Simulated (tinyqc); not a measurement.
Worked calculation: one anharmonic mode: perturbation theory, self-consistent phonons and exact levels. Computed by tinyqc, a small Python program that keeps every step. Command: `OMP_NUM_THREADS=1 python tinyqc.py 3014013 3014014 out.jsonl scp walk`. One thread of a shared host (Intel(R) Xeon(R) Processor @ 2.30GHz), about 0.03 s of CPU time with the checks. Intermediate numbers are printed to about 6 digits and carried at full precision; extremes and crossings named in words are read from the listed rows.

V(x) = k x^2/2 + b x^4 for one coordinate x of mass M. A constant K > 0 gives hbar Omega = sqrt((hbar^2/u) K/M) with K in eV/angstrom^2 and M in u.

Inputs (values chosen for the exercise, for a model mode):
```
quantity                           value           unit
mode mass M                         33.4              u
harmonic constant k               -0.137  eV/angstrom^2
quartic constant b                 0.297  eV/angstrom^4
temperature T                         20              K
mixing                               0.2              -
basis size N of the small matrix       4              -
```

Shape: double well.

Constants: hbar^2/u = 4.18015928e-03 eV angstrom^2; k_B = 8.617333262e-05 eV/K.

## Shape of the double well

Minima at x_0 = sqrt(-k/(4 b)), depth k^2/(16 b), curvature -2k there.

x_0 = 0.339588 angstrom

well depth = 3.94971 meV

harmonic quantum in a well = 5.85596 meV

depth / zero-point energy of a well = 1.34895

The lowest levels lie near the top of the barrier.

## Self-consistent cycle

Self-consistent phonon, centred at x = 0: K = k + 12 b <x^2>, <x^2> = (hbar Omega/(2K)) coth(hbar Omega/(2 k_B T)). Start at K = |k|; K(new) = K + mixing x (K_out - K), but at least K/20; stop when |K_out - K| < 1e-9 |k| or after 90 steps.

Iterations:
```
step  K (eV/angstrom^2)  hbar Omega (meV)       K_out     K_out - K
0              0.137000           4.14079  -0.0724229  -2.09423e-01
1              0.095115           3.45023  -0.0521694  -1.47285e-01
2              0.065658           2.86661  -0.0228144  -8.84728e-02
3              0.047964           2.45008   0.0119381  -3.60258e-02
4              0.040759           2.25857   0.0346767  -6.08202e-03
5              0.039542           2.22461   0.0393297  -2.12671e-04
6              0.039500           2.22342   0.0394975  -2.26920e-06
7              0.039499           2.22340   0.0394993  -2.22697e-08
8              0.039499           2.22340   0.0394993  -2.18348e-10
9              0.039499           2.22340   0.0394993  -2.14078e-12
```

converged (1 yes, 0 no) = 1

self-consistent K = 0.0394993 eV/angstrom^2

Converged at step 9.

## Self-consistent results

Its free energy is F = k_B T ln[2 sinh(hbar Omega/(2 k_B T))] + (k - K)<x^2>/2 + 3 b <x^2>^2, an upper bound to the exact one.

self-consistent quantum = 2.22340 meV

self-consistent <x^2> = 0.0495228 angstrom^2

self-consistent free energy = -1.62832 meV

## Hamiltonian in a small basis

Basis: oscillator states n of the constant |k|, with x = s (a + a+), s^2 = hbar Omega/(2|k|); H = hbar Omega (n + 1/2) + (k - |k|) x^2/2 + b x^4, with exact matrix elements of x^2 and x^4.

H (meV):
```
          1         2         3         4
1   0.20349   0.00000  -2.35243   0.00000
2   0.00000   1.01745   0.00000  -3.40992
3  -2.35243   0.00000   2.64537   0.00000
4   0.00000  -3.40992   0.00000   5.08726
```

## Levels in the small basis

Diagonalise H.

levels (meV): -1.22597  -0.91859  4.07483  7.02330

## Exact levels and averages

Exact values use 120 basis states: F = -k_B T ln sum exp(-E_n/(k_B T)), and <x^2> is the Boltzmann mean.

lowest exact levels (meV): -1.6231  -1.0806  2.2190  5.1067  8.8291  12.9834

E_1 - E_0 = 0.542428 meV

exact free energy = -2.69288 meV

exact <x^2> = 0.0889908 angstrom^2

The self-consistent free energy lies 1.065 meV above the exact one, and its <x^2> is -44.4 % off. The small basis misses E_0 by 0.397 meV. The lowest two levels form a tunnelling pair, far closer than the next spacing.

## Three descriptions against temperature

The classical <x^2> is int x^2 exp(-V/(k_B T)) dx / int exp(-V/(k_B T)) dx (2001 points over six exact widths each way).

Results; columns: (1) T (K); (2) hbar Omega, self-consistent (meV); (3) <x^2>, self-consistent; (4) <x^2>, exact; (5) F, self-consistent (meV); (6) F, exact (meV); (7) <x^2>, classical:
```
(1)      (2)        (3)        (4)        (5)       (6)        (7)
2.4  1.45221  0.0431679  0.0797333  -0.934431  -1.63757   0.113743
5.8  1.55812  0.0438827  0.0846107  -0.959362  -1.76870   0.111161
12   1.87633  0.0463329  0.0876912   -1.15847  -2.12047   0.105322
22   2.29846  0.0502837  0.0892324   -1.77301  -2.85602  0.0986359
38   2.78812  0.0558676  0.0914631   -3.20929  -4.40849  0.0957888
67   3.39900  0.0643410  0.0969504   -6.66436  -8.04472  0.0986579
120  4.13365  0.0767474   0.107819   -14.6612  -16.3634   0.108431
190  4.79116  0.0899032   0.121053   -27.2632  -29.3776   0.121315
```

The self-consistent quantum hardens from 1.45 to 4.79 meV, since a wider spread samples the steep quartic walls, and it is real at all T although k is negative. Its <x^2> misses by -45.9 % at the lowest T and -25.7 % at the highest; the excess in F runs from 0.703 to 2.114 meV. One Gaussian centred at zero cannot describe a density with two peaks, so it is poorest at low T. The classical value is 1.43 of the exact one at the lowest T and 1.002 at the highest.

Checks made by the program: dF/dK = 0 at the solution (relative difference below 1e-10).
